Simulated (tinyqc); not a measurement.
Input admittance of a MOSFET at zero drain bias: distributed channel and distributed gate: two steps of the calculation.

Source and drain grounded, strong inversion, w = 2 pi f, Cox = eps0 eox/tox. The channel is an RC line of resistance 1/(mu Cox Vo) per square fed from both ends, so one finger has the intrinsic admittance y = i w Cox L tanh(g)/g per width, g = (1/2) sqrt(i w tau), tau = L^2/(mu Vo). The vertical resistance rv/L is in series with y, the overlaps 2 i w Cov in parallel: y_t = 1/(1/y + rv/L) + 2 i w Cov. The gate strip is a line of Rsh/L per length loaded by y_t, so a finger has Y = y_t Wf tanh(k)/k, k = (Wf/sd) sqrt(y_t Rsh/L); the device has Nf Y.

Inputs (values chosen for the exercise); values of the order met in silicon radio-frequency transistors:
- eox = 22 (relative permittivity of the gate insulator (close to hafnium oxide))
- tox = 5.1 nm (insulator thickness)
- L = 0.44 um (channel length)
- Wf = 3.1 um (finger width)
- Nf = 4 (number of fingers)
- mu = 130 cm^2/(V s) (channel mobility)
- Vo = 0.72 V (gate overdrive)
- Rsh = 32 ohm/square (sheet resistance of the gate)
- rv = 1.8 ohm um^2 (vertical resistivity of the gate stack)
- sd = 1 (number of ends at which a finger is contacted)
- Cov = 0.26 fF/um (overlap and fringe capacitance on each side)
- f = 4.7 GHz (frequency)

Constants: eps0 = 8.8541878128e-14 F/cm where lengths are in cm. Results are converted to the units shown.

Question 1. Low-frequency resistances and capacitance. Low-frequency limits, with c = Cox L and ct = c + 2 Cov: R_strip = Rsh Wf/(3 sd^2 L Nf), R_ch = (c/ct)^2 L/(12 mu Cox Vo Wf Nf), R_vert = (c/ct)^2 rv/(L Wf Nf), C = ct Wf Nf.

Find: parts; sum; C; 1/(2 pi R C).

Answer 1.

parts (ohm): strip 18.79, channel 7.782, vertical 0.3104
sum = 26.88 ohm
C = 214.8 fF
1/(2 pi R C) = 27.56 GHz

The strip term is the largest, 69.9 % of the sum.

Question 2. Input impedance of the device. k and Y as defined; Z = 1/(Nf Y) = R + 1/(i w C); Q = |Im Z|/R; signal at the point farthest from a contact |1/cosh k|.

y_t = 26.16486+510.00066i uS/um

Find: k; Nf Y; R; C; Q; signal at the far point.

Answer 2.

k = 0.4331+0.4115i
Nf Y = 1.043+6.146i mS
R = 26.84 ohm
C = 214.1 fF
Q = 5.892
signal at the far point = 0.9807

Numbers from tinyqc (`OMP_NUM_THREADS=1 python tinyqc.py 2262035 2262036 out.jsonl`; about 0.01 s on one thread of a shared Intel Xeon 2.30GHz).
